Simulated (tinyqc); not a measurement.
Collinear exchange A + BC -> AB + C on a London-Eyring-Polanyi-Sato surface: saddle, string of images and rate: one step, computed by the program tinyqc. Command: `OMP_NUM_THREADS=1 python tinyqc.py 3113378 3113379 out.jsonl leps walk`. One thread of a shared host (Intel(R) Xeon(R) Processor @ 2.30GHz), about 0.04 s of CPU time with the checks.

x = r(AB), y = r(BC), r(AC) = x + y. V is counted from separated atoms, the barrier from A + BC, that is V + D(BC).

Task: Frequencies at the saddle. Wilson matrix G = [[1/m_A + 1/m_B, -1/m_B], [-1/m_B, 1/m_B + 1/m_C]]; eigenvalues lambda of G H give nu = 15.6333042 THz x sqrt(|lambda|), the negative one being imaginary. Reactant: nu_BC from k = 2 D beta^2 and 1/m_B + 1/m_C. Skew angle: cos = sqrt(m_A m_C/((m_A + m_B)(m_B + m_C))).

Inputs (values chosen for the exercise, bond data loosely for abstraction of hydrogen from a Ge-H bond by a hydrogen atom; the barrier is not fitted): D(BC) = 3.74 eV; beta(BC) = 1.45 1/angstrom; mass of A = 1.008 u; mass of B = 1.008 u; mass of C = 72.6 u.

Hessian (eV/angstrom^2), rows x, y:
```
[[-1.857070, 5.525812],
 [5.525812, 7.275836]]
```

Constants: nu for 1 eV/(angstrom^2 u) = 15.6333042 THz.

Give: imaginary frequency; real frequency at the saddle; nu_BC; skew angle.

Result:

imaginary frequency = 52.51 THz

real frequency at the saddle = 31.07 THz

nu_BC = 62.18 THz

skew angle = 45.39 degrees
